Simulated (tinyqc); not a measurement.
Inside a calculation. Method: harmonic frequencies on the RHF/sto-3g surface (energies and gradients from PySCF), for BeH2, spin multiplicity 1. One step of it, computed by the program tinyqc.

Task: One row of the Hessian: 2Hy. Displace 2Hy by +/-0.01 bohr; H(k, :) = (g(+) - g(-)) / (2 delta).

optimised positions (bohr):
```
            x          y          z
1Be  0.023435   0.018247  -0.011946
2H   0.001382   2.455942   0.058064
3H   0.045103  -2.419387  -0.082022
```

gradient at +delta (hartree/bohr):
```
               x            y            z
1Be   0.00002781  -0.00239232  -0.00006089
2H   -0.00002445   0.00236781   0.00006396
3H   -0.00000335   0.00002452  -0.00000307
```

gradient at -delta (hartree/bohr):
```
               x            y            z
1Be  -0.00001171   0.00240807   0.00006474
2H    0.00001668  -0.00239647  -0.00006675
3H   -0.00000497  -0.00001160   0.00000201
```

Give: row of the Hessian.

Result:

row of the Hessian (hartree/bohr^2): 1Bex 0.00198, 1Bey -0.24002, 1Bez -0.00628, 2Hx -0.00206, 2Hy 0.23821, 2Hz 0.00654, 3Hx 0.00008, 3Hy 0.00181, 3Hz -0.00025
